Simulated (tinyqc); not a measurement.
Band bending at a free surface with one surface level, surface photovoltage and Kelvin probe: Kelvin-probe contrast of the doping.

n-type bulk, xi = Ec - EF = Vt ln(Nc/Nd), p0 = ni^2/Nd, ni = sqrt(Nc Nv) exp(-Eg/(2 Vt)), Eg in volts. b is the upward band bending, u = b/Vt. Space charge per area, in units of q: Qc = sign(b) sqrt((2 eps0 eps_r Vt/q) [(Nd + dn)(exp(-u) - 1) + Nd u + (p0 + dn)(exp(u) - 1)]), with dn the excess density under light (flat quasi-Fermi levels; 0 in the dark). The level holds -Ns f, f = 1/(1 + exp((xi + b - Es)/Vt)). Neutrality: Qc + Qf + (charge of the states) = 0.

Work function chi + xi + b; contact potential difference CPD = (work function of the sample) - pt. b solves the neutrality condition in the dark.

Values chosen for this exercise; band and dielectric values close to those of indium phosphide:
```
symbol    value   unit                                    meaning
T           300      K                                temperature
Eg         1.36     eV                                   band gap
eps_r      12.5                             relative permittivity
Nc      5.71e17  cm^-3     conduction-band density of states at T
Nv      1.08e19  cm^-3        valence-band density of states at T
chi        4.37     eV                          electron affinity
Qf            0  cm^-2       fixed positive charge at the surface
pt         4.43     eV             work function of the probe tip
Ns       5.6e11  cm^-2  density of an acceptor-like surface level
Es         0.41     eV        its depth below the conduction edge
```

Constants: q = 1.602176634e-19 C, kB = 1.380649e-23 J/K, Vt = kB T/q, eps0 = 8.8541878128e-14 F/cm where lengths are in cm. Results are converted to the units shown.

Result of one run:

| xi (eV) | b (V) | CPD (mV) |
|---|---|---|
| 0.1332 | 0.3120 | 385.2 |

Which donor density Nd gave this result: 2.1e14, 5.2e14, 3.3e15 or 8.1e15 cm^-3?

Nd = 3.3e15 cm^-3.

The whole series:

| Nd (cm^-3) | xi (eV) | b (V) | CPD (mV) |
|---|---|---|---|
| 8.4e13 | 0.2281 | 0.2716 | 439.7 |
| 2.1e14 | 0.2044 | 0.2824 | 426.8 |
| 5.2e14 | 0.1810 | 0.2928 | 413.8 |
| 1.3e15 | 0.1573 | 0.3028 | 400.1 |
| 3.3e15 | 0.1332 | 0.3120 | 385.2 |
| 8.1e15 | 0.1100 | 0.3191 | 369.1 |
| 2e16 | 0.08665 | 0.3222 | 348.9 |
| 5.1e16 | 0.06245 | 0.3115 | 314.0 |

xi falls by 166 mV over the table and the CPD by 126 mV; b goes from 0.272 through a maximum of 0.322 (at Nd = 2e16 cm^-3 among the rows listed) to 0.312 V. Between the first two rows the CPD follows 54.5 % of the change of xi, and between the last two 144 %. It is below 100 % where b rises with the doping (pinning hides it). It exceeds 100 % where b falls as the doping rises.

Numbers from tinyqc (`OMP_NUM_THREADS=1 python tinyqc.py 2430026 2430027 out.jsonl`; about 0.01 s on one thread of a shared Intel Xeon 2.30GHz).
